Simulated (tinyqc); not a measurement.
# Random telegraph noise from one oxide trap in a small MOSFET: effects of single changes

An acceptor-like trap exchanges electrons with the channel. Inversion charge Q = Cox u, u = n Vt W0(exp((Vg - VT)/(n Vt))), W0 the Lambert function, n = nf, Cox = eps0 eox/tox; linear regime Id = (W/L) mu Q Vd. Relative to threshold the surface potential rises by Vt ln(u/u0) and the oxide voltage by the rest of Vg - VT, with u0 = n Vt W0(1).

Values chosen for this exercise; values of the order met in silicon transistors:
```
symbol    value        unit                                                                 meaning
T           200           K                                                             temperature
eox         3.9              relative permittivity of the gate insulator (close to silicon dioxide)
tox         2.5          nm                                                     insulator thickness
xt          1.2          nm                            depth of the trap from the channel interface
E0        -0.03          eV                   trap level above the channel Fermi level at threshold
s0        3e-15        cm^2                                                       capture prefactor
EB         0.29          eV                                    capture barrier (lattice relaxation)
lt         0.17          nm                                                 tunnelling decay length
vth       1.3e7        cm/s                                                        thermal velocity
zi          2.4          nm                                        thickness of the inversion layer
VT         0.26           V                                                       threshold voltage
nf         1.28                                                                         body factor
W           180          nm                                                              gate width
L            98          nm                                                             gate length
mu          200  cm^2/(V s)                                                                mobility
asc     2.2e-16         V s                              scattering coefficient of the charged trap
Vd         0.05           V                                                           drain voltage
Vg         0.26           V                                                            gate voltage
```

Constants: q = 1.602176634e-19 C, kB = 1.380649e-23 J/K, Vt = kB T/q, eps0 = 8.8541878128e-14 F/cm where lengths are in cm. Results are converted to the units shown.

Each table varies one quantity; the others keep the values above.

## Time constants and noise against gate voltage

N = Cox u/q; dpsi = Vt ln(u/u0); E = E0 - dpsi - (xt/tox)(Vg - VT - dpsi); capture time tc = 1/[(N/zi) vth s0 exp(-xt/lt - EB/Vt)]; emission time te = tc exp(-E/Vt); occupancy te/(tc + te). A = W L; threshold step dV = q (1 - xt/tox)/(Cox A); gm/Id = 1/(u + n Vt); relative step dI/I = (gm/Id) dV + asc mu/A. fc = (1/tc + 1/te)/(2 pi); rms = (dI/I) sqrt(tc te)/(tc + te).

Time constants and noise against gate voltage:

| Vg (V) | E (eV) | tc (s) | te (s) | occupancy | dI/I (%) | fc (Hz) | rms dI/I (%) |
|---|---|---|---|---|---|---|---|
| -0.02 | 0.21307 | 2.4861e5 | 1.0628 | 4.2750e-6 | 1.5749 | 0.14975 | 0.0032563 |
| 0.04 | 0.15989 | 16381 | 1.5319 | 9.3506e-5 | 1.5749 | 0.10391 | 0.015228 |
| 0.1 | 0.10672 | 1080.0 | 2.2086 | 0.0020408 | 1.5738 | 0.072210 | 0.071026 |
| 0.16 | 0.053638 | 71.869 | 3.1984 | 0.042607 | 1.5586 | 0.051975 | 0.31480 |
| 0.22 | 0.0016362 | 5.3978 | 4.9089 | 0.47628 | 1.3827 | 0.061907 | 0.69057 |
| 0.28 | -0.044259 | 0.80127 | 10.449 | 0.92878 | 0.81824 | 0.21386 | 0.21045 |
| 0.34 | -0.082221 | 0.28826 | 34.016 | 0.99160 | 0.44944 | 0.55679 | 0.041027 |
| 0.4 | -0.11631 | 0.15984 | 136.29 | 0.99883 | 0.29304 | 0.99686 | 0.010024 |
| 0.46 | -0.14866 | 0.10757 | 599.29 | 0.99982 | 0.21618 | 1.4798 | 0.0028957 |

Read the table: what changes, and by how much?

tc falls from 2.49e5 to 0.108 s as the channel fills and te rises from 1.06 to 599 s; they are equal at Vg = 0.222 V, where E = 0. The rms noise goes from 0.00326 through a maximum of 0.691 (at Vg = 0.22 V among the rows listed) to 0.00290 %. The slope -Vt d ln(tc/te)/dVg is 0.886 between the first two rows and 0.539 between the last two; it tends to xt/tox = 0.480 only when the surface potential stops moving.

## Effect of the capture barrier

Same model as above.

The same in every row: E (eV) = -0.030000; occupancy = 0.85077; dI/I (%) = 1.0140; rms dI/I (%) = 0.36130.

Effect of the capture barrier:

| EB (eV) | tc (s) | te (s) | fc (Hz) |
|---|---|---|---|
| 0.1 | 2.1967e-5 | 1.2524e-4 | 8515.9 |
| 0.2 | 0.0072722 | 0.041460 | 25.724 |
| 0.3 | 2.4074 | 13.725 | 0.077706 |
| 0.4 | 796.97 | 4543.7 | 2.3473e-4 |
| 0.5 | 2.6383e5 | 1.5042e6 | 7.0905e-7 |
| 0.6 | 8.7342e7 | 4.9795e8 | 2.1418e-9 |
| 0.7 | 2.8914e10 | 1.6485e11 | 6.4699e-12 |

What does the comparison show?

As EB goes from 0.1 to 0.7, tc rises from 2.20e-5 to 2.89e10 s, te rises from 1.25e-4 to 1.65e11 s and dI/I stays at 1.01 %. The barrier scales both times alike and leaves the occupancy unchanged.

Range of the model: VT is taken as given; short-channel effects and the uneven flow of current among few electrons are left out.

Numbers from tinyqc (`OMP_NUM_THREADS=1 python tinyqc.py 2710097 2710098 out.jsonl`; about 0.01 s on one thread of a shared Intel Xeon 2.30GHz).
